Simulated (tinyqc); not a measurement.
# Undoped symmetric double-gate MOSFET, analytic potential model: effect of the insulator thickness

An undoped body of thickness ts between two equal insulators and tied gates; long channel, electrons only, n = ni exp((psi - V)/Vt) with V the quasi-Fermi potential (0 at the source, Vd at the drain), constant mobility, no quantisation. Across the body psi(x) = V - 2 Vt ln[(ts/(2 beta)) sqrt(q ni/(2 eps0 eps_r Vt)) cos(2 beta x/ts)], x from the centre. Q is the electron charge per area of the whole body.

ni = sqrt(Nc Nv) exp(-Eg/(2 Vt)), Eg in volts; r = eps_r tox/(eox ts); V0 = dphi + 2 Vt ln[(2/ts) sqrt(2 eps0 eps_r Vt/(q ni))]. beta (between 0 and pi/2) solves (Vg - V0 - V)/(2 Vt) = ln(beta) - ln(cos beta) + 2 r beta tan(beta). Q = 8 eps0 eps_r Vt beta tan(beta)/ts; I = mu (1/L)(4 eps0 eps_r/ts)(2 Vt)^2 [g(beta_s) - g(beta_d)] per width, g = beta tan(beta) - beta^2/2 + r beta^2 tan^2(beta), with beta_s at V = 0 and beta_d at V = Vd.  I(low) is taken at Vg = 0.05 V, Qs and I(high) at Vg = 0.8 V.

Parameters, values chosen for the exercise; material values close to those of silicon:
- T = 300 K (temperature)
- Eg = 1.12 eV (band gap)
- eps_r = 11.9 (relative permittivity of the semiconductor)
- Nc = 2.79e19 cm^-3 (conduction-band density of states at T)
- Nv = 2.7e19 cm^-3 (valence-band density of states at T)
- eox = 9.2 (relative permittivity of the gate insulator)
- ts = 15 nm (body thickness)
- dphi = -0.16 V (gate work function less that of the intrinsic body)
- mu = 110 cm^2/(V s) (channel mobility)
- L = 0.2 um (gate length)
- Vd = 0.5 V (drain voltage)

Constants: q = 1.602176634e-19 C, kB = 1.380649e-23 J/K, Vt = kB T/q, eps0 = 8.8541878128e-14 F/cm where lengths are in cm. Results are converted to the units shown.

The same in every row: V0 (V) = 0.3014.

Result of one run:
```
tox (nm),I(low) (nA/um),Qs(high) (nC/cm^2),I(high) (uA/um)
1.4,0.1237,3833,450.0
```

What becomes of these results when the insulator thickness tox is changed from 1.4 to 0.96 nm, all else the same?

Result of the changed run:
```
tox (nm),I(low) (nA/um),Qs(high) (nC/cm^2),I(high) (uA/um)
0.96,0.1237,5305,600.5
```

The whole series:
```
tox (nm),I(low) (nA/um),Qs(high) (nC/cm^2),I(high) (uA/um)
0.67,0.1237,7215,787.4
0.96,0.1237,5305,600.5
1.4,0.1237,3833,450.0
2,0.1237,2813,341.1
2.9,0.1237,2033,254.5
4.2,0.1237,1468,189.2
6,0.1237,1071,141.6
```

As tox goes from 0.67 to 6 nm, I(low) stays near 0.124 nA/um and I(high) falls from 787 to 142 uA/um. On average I(low) is independent of tox and I(high) goes as tox^(-0.78). Below threshold no voltage drops over the insulator in this long-channel model, so its thickness does not matter there. In every row the surface density at the source at the higher gate voltage passes 0.3 Nc, where Boltzmann statistics fail.

Computed by the program tinyqc: `OMP_NUM_THREADS=1 python tinyqc.py 2440098 2440099 out.jsonl`, one thread of a shared Intel Xeon 2.30GHz, about 0.01 s for the whole run.
